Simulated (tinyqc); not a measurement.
Comparisons within one model: coherent potential approximation for a binary alloy with a semi-elliptic band. A value that a table varies takes the place of the one given here.

Site levels eA = -x d (share 1 - x) and eB = (1 - x) d (share x), so that their mean, the virtual crystal, is 0. Pure band: G0(z) = 2 (z - sqrt(z - W) sqrt(z + W))/W^2 with principal roots, density -Im G/pi per site. The medium has a self-energy S(z), G = G0(z - S), z = E + i eta. t_i = (e_i - S)/(1 - (e_i - S) G); the CPA demands <t> = (1 - x) tA + x tB = 0. Iteration: start at S = 0, set S(new) = S + <t>/(1 + <t> G), stop when |<t>| < 1e-9 eV.

Inputs chosen for the exercise: W = 3 eV (half width of the pure band); x = 0.2 (fraction of B); d = 1.21 eV (eB - eA); eta = 0.06 eV (broadening); E1 = -3.2 eV (first energy); dE = 0.52 eV (step); E = -0.86 eV (energy).

## Virtual crystal, CPA and unmixed bands

Fifteen energies E1 + j dE. Virtual crystal: G0(z). Unmixed: (1 - x) G0(z - eA) + x G0(z - eB), the limit of large separate grains.

Densities (1/eV) and self-energy (eV):
```
E (eV)  virtual crystal     CPA  unmixed     Re S     Im S
-3.20            0.0078  0.0117   0.0302  -0.0833  -0.0042
-2.68            0.0916  0.1018   0.0963  -0.0948  -0.0337
-2.16            0.1431  0.1462   0.1293  -0.0925  -0.0530
-1.64            0.1735  0.1728   0.1671  -0.0888  -0.0698
-1.12            0.1927  0.1891   0.1886  -0.0838  -0.0864
-0.60            0.2037  0.1977   0.2005  -0.0769  -0.1038
-0.08            0.2079  0.1997   0.2051  -0.0668  -0.1229
0.44             0.2057  0.1954   0.2029  -0.0515  -0.1441
0.96             0.1969  0.1851   0.1938  -0.0268  -0.1669
1.48             0.1804  0.1688   0.1767   0.0132  -0.1860
2.00             0.1540  0.1466   0.1485   0.0704  -0.1873
2.52             0.1112  0.1155   0.0989   0.1317  -0.1561
3.04             0.0180  0.0607   0.0348   0.1794  -0.0809
3.56             0.0036  0.0048   0.0227   0.1194  -0.0057
4.08             0.0020  0.0023   0.0036   0.0875  -0.0025
```

d/W = 0.40. CPA and virtual crystal differ by at most 0.043 1/eV, at 3.04 eV, against a peak of 0.212 for the pure band. |Im S| is largest at 2.00 eV (Im S = -0.187 eV); where the density is near zero this is no damping of states. On these rows the CPA density keeps one maximum: the bands are amalgamated.

## Bowing of the band edge from disorder

For eta = 0 the CPA reads G = (1 - x)/(y - eA) + x/(y - eB) with y = E - W^2 G/4; the lower edge is the maximum of E(y) = y + W^2 G(y)/4 for y < eA. The virtual crystal puts it at -W. Second order: -W - 2 x (1 - x) d^2/W, from S = x (1 - x) d^2 G0(-W), G0(-W) = -2/W.

Lower edge (eV):
```
x        edge  edge + W  second order  (edge + W)/(x (1 - x))
0.05  -3.0266   -0.0266       -0.0464                 -0.5590
0.10  -3.0521   -0.0521       -0.0878                 -0.5792
0.25  -3.1222   -0.1222       -0.1830                 -0.6516
0.40  -3.1798   -0.1798       -0.2343                 -0.7492
0.50  -3.2091   -0.2091       -0.2440                 -0.8364
0.60  -3.2286   -0.2286       -0.2343                 -0.9525
0.75  -3.2308   -0.2308       -0.1830                 -1.2309
0.90  -3.1706   -0.1706       -0.0878                 -1.8954
0.95  -3.1176   -0.1176       -0.0464                 -2.4758
```

second-order coefficient = -0.9761 eV

Disorder pushes the edge below the virtual crystal, most at x = 0.75 (-231 meV). The coefficient runs from -0.559 at x = 0.05 to -2.476 eV at 0.95, against -0.976 in second order: it depends strongly on x and is largest in size where the low-lying A atoms are dilute and act as attractive impurities.

## When the band splits

x as given, d varied, eta as given. The density is taken at E = (eA + eB)/2 and at E = eA + eB = (1 - 2x) d, where S has its pole for well split bands; a gap shows as a density of the size of the broadening tail.

Between the two levels:
```
d/W  d (eV)  density at the midpoint (1/eV)  density at (1 - 2x) d (1/eV)  Im S at the midpoint (eV)
0.2    0.60                          0.2050                        0.2038                     -0.037
0.4    1.20                          0.1966                        0.1908                     -0.139
0.6    1.80                          0.1840                        0.1668                     -0.273
0.8    2.40                          0.1688                        0.1262                     -0.391
1.0    3.00                          0.1514                        0.0426                     -0.458
1.2    3.60                          0.1306                        0.0236                     -0.468
1.5    4.50                          0.0859                        0.0148                     -0.370
2.0    6.00                          0.0047                        0.0054                     -0.090
```

The midpoint density falls from 0.205 to 0.0047 1/eV; it first drops below a tenth of the pure peak (0.021) at d/W = 2. At (1 - 2x) d the density drops below that mark at d/W = 1.5, so the bands have parted by then (this mark lags the true splitting), and is least, 0.0054, at d/W = 2. For x = 1/2 the two coincide and the band splits at d = W exactly; here x = 0.2. The size of Im Sigma at the midpoint is largest at d/W = 1.2. It is a lifetime only where the density there is finite; for well separated bands, d/W above 1/(2 sqrt(x (1 - x))), S has a pole in the gap at (1 - 2x) d.

## What each parameter does

Converged values at E. Each row changes one parameter from the base and keeps the others.

Results:
```
case           Re S (eV)  Im S (eV)  density (1/eV)
base             -0.0806    -0.0950          0.1943
W = 3.3 eV       -0.0712    -0.0933          0.1786
x = 0.25         -0.0935    -0.1203          0.1928
d = 1.331 eV     -0.0987    -0.1085          0.1937
eta = 0.12 eV    -0.0787    -0.0942          0.1903
E = -0.56 eV     -0.0762    -0.1052          0.1981
```

The largest shifts from the base row, up to three for each result and ties (the steps differ in size, so this ranks the rows, not the parameters). Re S (eV): d -0.0181, x -0.0128, W +0.0095. Im S (eV): x -0.0253, d -0.0136, E -0.0103. density (1/eV): W -0.0157, eta -0.0039, E +0.0038.

Computed by tinyqc, a small Python program: `OMP_NUM_THREADS=1 python tinyqc.py 1482865 1482866 out.jsonl` (the numbers bound the seed that draws the inputs); one thread of a shared host (Intel(R) Xeon(R) Processor @ 2.30GHz), about 0.01 s for the whole set of steps.
